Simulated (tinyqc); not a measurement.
From results back to parameters: band edges of strained Si(1-x)Ge(x) on relaxed Si(1-y)Ge(y). Three cases, with inputs chosen for the exercise.

Problem. A layer on a (001) buffer has its Delta valleys split into the four in the plane and the two along z: E(Delta4) - E(Delta2) = XuD (e_par - e_perp), e_perp = -2 (C12/C11) e_par, e_par = (a(y) - a(x))/a(x). The splitting is given; find the strain and the Ge fraction y of the buffer.

Values are linear in the Ge fraction but for ED(x) = linear - CD x (1 - x) and a(x) = linear - Ca x (1 - x). Energies are on the common scale of Ev.

Case 1.

Values chosen (end members near Si and Ge, in this order; not measured data): a = (5.431, 5.655) angstrom (lattice constant); Ca = 0 angstrom (bowing of the lattice constant); XuD = (9.23, 9.68) eV (uniaxial potential, Delta); C11 = (167.4, 127) GPa; C12 = (64.4, 48.1) GPa; x = 1 (Ge fraction of the layer).

E(Delta4) - E(Delta2) = -0.235857 eV

Case 2.

Values chosen (end members near Si and Ge, in this order; not measured data): a = (5.424, 5.665) angstrom (lattice constant); Ca = 0 angstrom (bowing of the lattice constant); XuD = (9.49, 9.75) eV (uniaxial potential, Delta); C11 = (167.8, 127.4) GPa; C12 = (64.8, 48.4) GPa; x = 0.51 (Ge fraction of the layer).

E(Delta4) - E(Delta2) = -0.376721 eV

Case 3.

Values chosen (end members near Si and Ge, in this order; not measured data): a = (5.431, 5.662) angstrom (lattice constant); Ca = 0.026 angstrom (bowing of the lattice constant); XuD = (9.25, 9.26) eV (uniaxial potential, Delta); C11 = (164.2, 128.9) GPa; C12 = (63.3, 48.8) GPa; x = 1 (Ge fraction of the layer).

E(Delta4) - E(Delta2) = -0.242475 eV

Find: e_par; a(y); y.

Solution. e_par = splitting/(XuD (1 + 2 C12/C11)) with the values at x; a(y) = a(x)(1 + e_par); a(y) rises steadily with y, so one root lies in the range.

Case 1.

e_par = -0.01386
a(y) = 5.5766 angstrom
y = 0.650

Case 2.

e_par = -0.02216
a(y) = 5.4240 angstrom
y = 0

Case 3.

e_par = -0.01490
a(y) = 5.5776 angstrom
y = 0.660

Computed by tinyqc, one run a case: `OMP_NUM_THREADS=1 python tinyqc.py N N+1 out.jsonl` with N = 1080525, 1080537, 1080575; one thread of a shared Intel(R) Xeon(R) Processor @ 2.30GHz, about 0.02 s a run at most.
